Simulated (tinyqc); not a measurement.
# Ballistic Schottky-barrier transistor with a two-dimensional channel, WKB contacts, step by step

Computed by the program tinyqc: `OMP_NUM_THREADS=1 python tinyqc.py 2390034 2390035 out.jsonl`, one thread of a shared Intel Xeon 2.30GHz, about 0.5 s for the whole run. Printed values are rounded.

Source Fermi level 0, drain Fermi level -Vd. Far from the contacts Ec = pn - psi, and the gate moves psi one to one; the band edges relax as exp(-x/lam) from pn at the source and pn - Vd at the drain; Ev = Ec - Eg. A carrier of energy w inside the channel band meets at a contact a barrier of height D (the contact edge beyond the channel edge): T = 1 for w >= D, else exp(-S), S = 4 lam sqrt(m/C) [sqrt(D - w) - sqrt(w) arctan sqrt((D - w)/w)], C = hbar^2/(2 m0). The two contacts combine as Ts Td/(Ts + Td - Ts Td).

Values chosen for this exercise; channel values close to those of a tungsten diselenide layer: temperature T = 250 K; band gap Eg = 1.4 eV; barrier for electrons at both contacts pn = 0.86 eV; electron mass mn = 0.35 m0; hole mass mp = 0.4 m0; valleys or subbands g = 2; screening length at the contacts lam = 2.3 nm; drain bias Vd = 0.7 V; band shift psi of the channel by the gate ps = 0.53 V; energy of one carrier inside the channel band w0 = 0.092 eV; upper end of the grid wm = 0.32 eV; points of the grid nE = 15.

Constants: q = 1.602176634e-19 C, kB = 1.380649e-23 J/K, hbar = 1.054571817e-34 J s, h = 6.62607015e-34 J s, m0 = 9.1093837015e-31 kg, Vt = kB T/q, hbar^2/(2 m0) = 0.0380998212 eV nm^2. Results are converted to the units shown.

Range of the model: No scattering, image-force lowering, channel charge or band-to-band tunnelling; parabolic kappa overstates S deep in the gap.

## Band edges and barriers

Electrons: Ds = psi, Dd = psi - Vd, Es = Ec, Ed = Ec + Vd. Holes: Ds = -psi, Dd = Vd - psi, Es = -Ev, Ed = -Ev - Vd. The size of each current is taken; both flow from drain to source and add.

Ec = 0.33 eV
Ev = -1.07 eV
D for electrons (eV): source 0.530000, drain -0.170000
D for holes (eV): source -0.530000, drain 0.170000

A negative D is no barrier. Here the holes carry the larger current.

## Transmission of one of the holes

S and T at both contacts for w = w0, and the tunnelling distance lam ln(D/w) at the higher barrier.

S at the source = 0
S at the drain = 1.59676
combined T = 0.202551
tunnelling distance = 1.41222 nm

## Current of the holes on a coarse grid

I/W = g (2 q^2/h) int T(w) [N(Es + w) - N(Ed + w)] dw with w the energy of motion along the channel, N(y) = (1/2 pi) sqrt(pi m kB T/C) Fm(-y/kB T), Fm(x) = (1/sqrt(pi)) int_0^infinity u^(-1/2)/(1 + exp(u - x)) du. Electrons: Ds = psi, Dd = psi - Vd, Es = Ec, Ed = Ec + Vd. Holes: Ds = -psi, Dd = Vd - psi, Es = -Ev, Ed = -Ev - Vd. The size of each current is taken; both flow from drain to source and add. Simpson's rule on nE equally spaced w from 0 to wm.

```
point    w (eV)  Ts          Td           T  size of the supply difference (1/um)
0      0.000000   1  4.59373e-6  4.59373e-6                            4.66389e-6
1      0.022857   1  0.00236377  0.00236377                            1.61424e-6
2      0.045714   1   0.0188313   0.0188313                            5.58713e-7
3      0.068571   1   0.0739938   0.0739938                            1.93379e-7
4      0.091429   1    0.198347    0.198347                            6.69313e-8
5      0.114286   1    0.409122    0.409122                            2.31659e-8
6      0.137143   1    0.684920    0.684920                            8.01807e-9
7      0.160000   1    0.941884    0.941884                            2.77517e-9
8      0.182857   1           1           1                           9.60529e-10
9      0.205714   1           1           1                           3.32453e-10
10     0.228571   1           1           1                           1.15067e-10
11     0.251429   1           1           1                           3.98264e-11
12     0.274286   1           1           1                           1.37845e-11
13     0.297143   1           1           1                           4.77103e-12
14     0.320000   1           1           1                           1.65132e-12
```

current = 2.16240e-7 uA/um

A converged quadrature gives 2.163e-7 uA/um; this grid is 0.031 % below that. 2.69 % of it passes over both barriers, the rest tunnels. The other carrier adds 1.35e-9 uA/um.
